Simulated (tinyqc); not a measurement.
# One-diode model of a solar cell: effect of the saturation current of the diode

J is the current delivered and Vj = V + J Rs the junction voltage. J = X JL - J01 (exp(Vj/(n1 Vt)) - 1) - Vj/Rp. The photocurrent does not depend on voltage.

Jsc at V = 0, Voc at J = 0, the maximum power point where J (1 + 2 Rs G) = G Vj with G = -dJ/dVj; FF = Vmp Jmp/(Voc Jsc); efficiency Vmp Jmp/(X Pin). Empirical fill factor without parasitics FF0 = (v - ln(v + 0.72))/(v + 1), v = Voc/(n1 Vt).

Parameters, values chosen for the exercise; values of the order met in cells of silicon: temperature T = 300 K; photocurrent at one sun JL = 41.1 mA/cm^2; concentration X = 10 suns; ideality factor of the diode n1 = 1.53; series resistance Rs = 0.086 ohm cm^2; shunt resistance Rp = 40000 ohm cm^2; incident power at one sun Pin = 100 mW/cm^2.

Constants: q = 1.602176634e-19 C, kB = 1.380649e-23 J/K, Vt = kB T/q. Results are converted to the units shown.

Results:
```
J01 (A/cm^2)	Jsc (mA/cm^2)	Voc (V)	Vmp (V)	Jmp (mA/cm^2)	FF	efficiency (%)	FF0
1e-10	411.0	0.8756	0.7267	388.8	0.7851	28.25	0.8215
1e-8	411.0	0.6934	0.5556	382.1	0.7448	21.23	0.7893
1e-7	411.0	0.6024	0.4713	377.0	0.7178	17.77	0.7677
1e-6	411.0	0.5113	0.3883	369.9	0.6837	14.37	0.7405
1e-5	411.0	0.4202	0.3071	359.5	0.6394	11.04	0.7050
```

Estimate the missing row, J01 = 1e-9 A/cm^2.

Computed row:
```
J01 (A/cm^2)	Jsc (mA/cm^2)	Voc (V)	Vmp (V)	Jmp (mA/cm^2)	FF	efficiency (%)	FF0
1e-9	411.0	0.7845	0.6408	385.9	0.7668	24.73	0.8069
```

With this row back in the table: As J01 goes from 1e-10 to 1e-5, Voc falls from 0.876 to 0.420 V, FF falls from 0.785 to 0.639 and the efficiency falls from 28.3 to 11.0 %. Voc changes by -91.1 mV a decade between the last two rows and -91.1 mV between the first two.

Numbers from tinyqc (`OMP_NUM_THREADS=1 python tinyqc.py 2280126 2280127 out.jsonl`; about 0.01 s on one thread of a shared Intel Xeon 2.30GHz).
